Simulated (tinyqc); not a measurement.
ROHF in the 3-21g basis, for H2, spin multiplicity 3, step by step. One step of it, computed by the program tinyqc.

Task: Iteration 4: Roothaan effective Fock matrix. With projectors Pc = D(beta) S, Po = (D(alpha) - D(beta)) S, Pv = 1 - D(alpha) S, the block xy is Px^T F Py; with Fc = (F(alpha) + F(beta))/2, the blocks are Fc for cc, oo, vv and cv, F(beta) for co and F(alpha) for ov.

F(alpha) (hartree), lower triangle:
```
,1H 1s,1H 2s,2H 1s,2H 2s
1H 1s,-0.324320
1H 2s,-0.746258,-0.548182
2H 1s,-0.646577,-0.644360,-0.324320
2H 2s,-0.644360,-0.530433,-0.746258,-0.548182
```

F(beta) (hartree), lower triangle:
```
,1H 1s,1H 2s,2H 1s,2H 2s
1H 1s,0.445901
1H 2s,-0.144491,0.012098
2H 1s,-0.203686,-0.173759,0.445901
2H 2s,-0.173759,-0.041001,-0.144491,0.012098
```

D(alpha) after iteration 3, lower triangle:
```
,1H 1s,1H 2s,2H 1s,2H 2s
1H 1s,0.186362
1H 2s,0.462333,2.303035
2H 1s,0.062269,-0.283007,0.186362
2H 2s,-0.283007,-2.173696,0.462333,2.303035
```

D(beta) after iteration 3, lower triangle:
```
,1H 1s,1H 2s,2H 1s,2H 2s
1H 1s,0.000000
1H 2s,0.000000,0.000000
2H 1s,0.000000,0.000000,0.000000
2H 2s,0.000000,0.000000,0.000000,0.000000
```

overlap S, lower triangle:
```
,1H 1s,1H 2s,2H 1s,2H 2s
1H 1s,1.000000
1H 2s,0.645899,1.000000
2H 1s,0.425357,0.488914,1.000000
2H 2s,0.488914,0.844825,0.645899,1.000000
```

Give: effective F.

Result:

effective F (hartree), lower triangle:
```
,1H 1s,1H 2s,2H 1s,2H 2s
1H 1s,-0.0048
1H 2s,-0.4468,-0.2045
2H 1s,-0.4388,-0.3962,-0.0048
2H 2s,-0.3962,-0.2284,-0.4468,-0.2045
```
